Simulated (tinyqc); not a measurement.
# Changing the film thickness h

Model: thermal stress, cracking, delamination and buckling of a thin film; Griffith cracks and misfitting inclusions. Computed by tinyqc, a small Python program. Command: `OMP_NUM_THREADS=1 python tinyqc.py 3022446 3022447 out.jsonl filmcrack sweep`. One thread of a shared host (Intel(R) Xeon(R) Processor @ 2.30GHz), about 0.01 s of CPU time with the checks.

Isotropic linear elasticity; the substrate is much thicker than the film; stress is positive in tension.

Inputs (values chosen for the exercise, for a model film):
```
quantity                       value    unit
film Young's modulus E          82.4     GPa
film Poisson ratio nu           0.34       -
film expansion alpha_f          10.9  1e-6/K
substrate expansion alpha_s      3.3  1e-6/K
deposition temperature T_d       700       K
final temperature T              300       K
intrinsic stress                -270     MPa
film toughness Gamma_f          3.03   J/m^2
interface toughness Gamma_i        2   J/m^2
substrate Young's modulus E_s    143     GPa
substrate Poisson ratio nu_s    0.21       -
```

Method:
- Thermal strain = (alpha_f - alpha_s)(T_d - T); stress = E/(1 - nu) x strain + intrinsic stress; plane-strain modulus Ebar = E/(1 - nu^2); G0 = stress^2 h/(2 Ebar) is the energy freed per area when a long strip loses its stress across its width.
- Dundurs alpha = (Ebar - Ebar_s)/(Ebar + Ebar_s), with Ebar_s = E_s/(1 - nu_s^2). The channel-crack factor is taken as g = 1.258 (1 - alpha)^(-0.7), a rough interpolation chosen for the exercise (1.258 is the value for matched materials).
- Channel crack through the film: G = pi g G0, critical thickness where G = Gamma_f. Steady delamination from an edge: G = G0, critical thickness where G = Gamma_i.

One run for each value:
```
film thickness h (micrometre)  G0 (J/m^2)  driving force for channelling (J/m^2)
0.03                            1.932e-03                              6.596e-03
0.062                           3.992e-03                              1.363e-02
0.13                            8.371e-03                              2.858e-02
0.26                            1.674e-02                              5.716e-02
0.55                            3.542e-02                              1.209e-01
1.1                             7.083e-02                              2.418e-01
2.3                             1.481e-01                              5.057e-01
4.8                             3.091e-01                              1.055e+00
10                              6.439e-01                              2.199e+00
```

Describe and explain the trends.

Over the rows, G0 (J/m^2) rises from 0.00193 to 0.644 (exponent d ln y / d ln x about 1.00 throughout); driving force for channelling (J/m^2) rises from 0.00660 to 2.20 (exponent d ln y / d ln x about 1.00 throughout). The exponent of G0 stays at 1: stored energy per area. Rows above the film toughness of 3.03 J/m^2 crack: 0 of 9.

Extremes, crossings and ranges named in words are read from the listed rows.
